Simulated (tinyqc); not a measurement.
Adding salt: a particle near a wafer in liquid: double-layer and van der Waals forces (DLVO), deposition barrier and removal. Computed by tinyqc, a small Python program. Command: `OMP_NUM_THREADS=1 python tinyqc.py 3110154 3110155 out.jsonl dlvo walk`. One thread of a shared host (Intel(R) Xeon(R) Processor @ 2.30GHz), about 0.01 s of CPU time with the checks.

Sphere and flat wall, Derjaguin approximation, constant potentials in the linear-superposition form, no retardation and no hydration force.

Inputs (values chosen for the exercise, of the order of those for ceria on silica in water):
```
quantity                             value   unit
particle radius R                      160     nm
Hamaker constant A                 1.6e-20      J
potential of the particle psi_1        -34     mV
potential of the wafer psi_2           -58     mV
salt concentration c                0.0027  mol/L
valence z of the symmetric salt          1      -
temperature T                          298      K
dielectric constant of the liquid     78.4      -
```

Constants: e = 1.602176634e-19 C; N_A = 6.02214076e+23 1/mol; eps_0 = 8.8541878128e-12 F/m; k_B = 1.380649e-23 J/K; k_B = 8.617333262e-05 eV/K.

Method:
- kappa^2 = 2 z^2 e^2 N_A (1000 c)/(eps eps_0 k_B T); gamma_i = tanh(z e psi_i/(4 k_B T)); Z = 64 pi eps eps_0 (k_B T/(z e))^2 gamma_1 gamma_2.
- The barrier height is zero when U = 0 and F = 0 together: kappa h = 1 and kappa = 6 Z/(e A), e = 2.718282 here; c follows from kappa^2, with the potentials held fixed.
- U(h) = Z R exp(-kappa h) - A R/(6 h); F(h) = -dU/dh = kappa Z R exp(-kappa h) - A R/(6 h^2), positive for repulsion.
- F = 0 reads x^2 exp(-x) = y with x = kappa h and y = A kappa/(6 Z); the left side peaks at x = 2 with 4/e^2 = 0.5413, so roots exist for smaller y: x < 2 is the barrier, x > 2 the secondary minimum.
- kappa scales as sqrt(c); potentials are held fixed. A dash marks rows without a maximum.

critical concentration = 0.397430 mol/L

kappa = 0.170962 1/nm

Z = 15.0353 pN

Against the concentration:
```
c (mol/L)  Debye length (nm)  barrier at (nm)  barrier (k_B T)  minimum at (nm)  minimum (k_B T)
3.97e-05              48.238           3.0179           514.88       4.9505e+02      -1.8907e-01
3.97e-04              15.254           1.7415           462.07       1.3431e+02      -6.8441e-01
3.97e-03               4.824           1.0291           371.60       3.5073e+01      -2.5501e+00
1.99e-02               2.155           0.7328           274.61       1.3187e+01      -6.5793e+00
7.95e-02               1.078           0.5694           162.64       5.4319e+00      -1.5303e+01
1.99e-01               0.681           0.5027            73.28       2.8823e+00      -2.7474e+01
3.58e-01               0.508           0.4827            11.23       1.8447e+00      -4.0736e+01
5.96e-01               0.394           0.4963           -43.20       1.1747e+00      -5.8694e+01
1.19e+00               0.279                -                -                -                -
```

What follows from these numbers?

At low salt the barrier tends to Z R = 585 k_B T; it is half of that between 0.0040 and 0.020 mol/L and changes sign at 0.40 mol/L, while the secondary minimum deepens to -41 k_B T at 0.9 of that.

Extremes, crossings and ranges named in words are read from the listed rows.
